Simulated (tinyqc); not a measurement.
# Reverse leakage of an n+-p junction: diffusion, generation, trap-assisted and band-to-band tunnelling, step by step

Computed by the program tinyqc: `OMP_NUM_THREADS=1 python tinyqc.py 2290126 2290127 out.jsonl`, one thread of a shared Intel Xeon 2.30GHz, about 0.01 s for the whole run. Printed values are rounded.

One-sided abrupt junction in the depletion approximation, x from the junction (0) to W on the p side, field F = F0 (1 - x/W). Flat quasi-Fermi levels, long p side. Traps generate through SRH with both lifetimes shortened by 1 + Gamma (Hurkx enhancement, form for moderate fields); band-to-band generation is local and needs a total bending above Eg.

Parameters, values chosen for the exercise; band and dielectric values those of a made-up semiconductor: temperature T = 300 K; band gap Eg = 0.853 eV; relative permittivity eps_r = 13.9; conduction-band density of states at T Nc = 2.58e17 cm^-3; valence-band density of states at T Nv = 7.61e18 cm^-3; acceptor density of the lighter side Na = 3.9e16 cm^-3; donor density of the heavier side Nd = 1e20 cm^-3; SRH lifetime of both carriers at zero field tau = 3e-7 s; trap level above the intrinsic level Et = 0 eV; tunnelling mass mt = 0.047 m0; electron diffusion coefficient on the lighter side Dn = 4.5 cm^2/s; band-to-band prefactor Ab = 2.1e16 cm^-0.5 V^-2.5 s^-1; band-to-band field constant Bb = 7.48e6 V/cm; reverse bias VR = 1.2 V.

Constants: q = 1.602176634e-19 C, kB = 1.380649e-23 J/K, hbar = 1.054571817e-34 J s, m0 = 9.1093837015e-31 kg, Vt = kB T/q, eps0 = 8.8541878128e-14 F/cm where lengths are in cm. Results are converted to the units shown.

Range of the model: The n+ side is degenerate, so Vbi from Boltzmann statistics is only a guide.

## Field, scales and diffusion current

ni = sqrt(Nc Nv) exp(-Eg/(2 Vt)), Eg in volts; Vbi = Vt ln(Na Nd/ni^2); W = sqrt(2 eps0 eps_r (Vbi + VR)/(q Na)); F0 = 2 (Vbi + VR)/W; FG = sqrt(24 mt m0 (kB T)^3)/(q hbar); J_diff = q ni^2 sqrt(Dn/tau)(1 - exp(-VR/Vt))/Na.

ni = 9.58556e10 cm^-3
Vbi = 0.870742 V
W = 285.609 nm
F0 = 145.005 kV/cm
FG = 159.926 kV/cm
J_diff = 1.46193e-10 A/cm^2

## Generation rates across the layer

u = (Vbi + VR)(1 - x/W)^2, p = Na exp(-u/Vt), n = Nd exp((u - Vbi - VR)/Vt); G0 = ni^2 (1 - exp(-VR/Vt))/(tau (n + p + 2 ni cosh(Et/Vt))); Gamma = 2 sqrt(3 pi)(F/FG) exp((F/FG)^2); trap-assisted part G0 Gamma; G_bb = Ab F^2.5 exp(-Bb/F) with F in V/cm, zero unless Vbi + VR > Eg, and counted as zero under 1 cm^-3 s^-1. 13 equal steps.

| point | x (nm) | F (kV/cm) | Gamma | G0 (cm^-3 s^-1) | G0 Gamma (cm^-3 s^-1) | G_bb (cm^-3 s^-1) |
|---|---|---|---|---|---|---|
| 0 | 0.000 | 145.005 | 12.6668 | 3.06277e8 | 3.87955e9 | 6.65101e6 |
| 1 | 21.970 | 133.851 | 10.3535 | 4.28543e13 | 4.43694e14 | 73974.7 |
| 2 | 43.940 | 122.697 | 8.48613 | 1.49488e17 | 1.26857e18 | 370.063 |
| 3 | 65.910 | 111.543 | 6.96548 | 1.59759e17 | 1.11280e18 | 0 |
| 4 | 87.880 | 100.388 | 5.71549 | 1.59759e17 | 9.13103e17 | 0 |
| 5 | 109.850 | 89.234 | 4.67720 | 1.59759e17 | 7.47226e17 | 0 |
| 6 | 131.820 | 78.080 | 3.80456 | 1.59757e17 | 6.07804e17 | 0 |
| 7 | 153.790 | 66.926 | 3.06121 | 1.58506e17 | 4.85219e17 | 0 |
| 8 | 175.760 | 55.771 | 2.41809 | 6.51145e16 | 1.57453e17 | 0 |
| 9 | 197.729 | 44.617 | 1.85161 | 1.52866e15 | 2.83049e15 | 0 |
| 10 | 219.699 | 33.463 | 1.34221 | 5.59057e13 | 7.50374e13 | 0 |
| 11 | 241.669 | 22.309 | 0.873308 | 5.22871e12 | 4.56627e12 | 0 |
| 12 | 263.639 | 11.154 | 0.430328 | 1.26150e12 | 5.42856e11 | 0 |
| 13 | 285.609 | 0.000 | 0 | 7.85321e11 | 0 | 0 |

## Current components

Each current is q times the trapezoid sum of its rate; J adds J_diff; J_bb under 1e-8 of the sum is given as 0.

J_SRH = 3.56846e-7 A/cm^2
J_TAT = 1.86401e-6 A/cm^2
J_bb = 0 A/cm^2
J = 2.22100e-6 A/cm^2

A fine grid gives J = 2.126e-6 A/cm^2; the coarse sum is 4.5 % above it. On the fine grid the largest part is trap-assisted tunnelling (83.6 %). The simple estimate q ni W/(2 tau cosh(Et/Vt)) is 2.10 times the fine-grid J_SRH of 3.480e-7 A/cm^2, since near both edges n or p is large enough to quench generation.
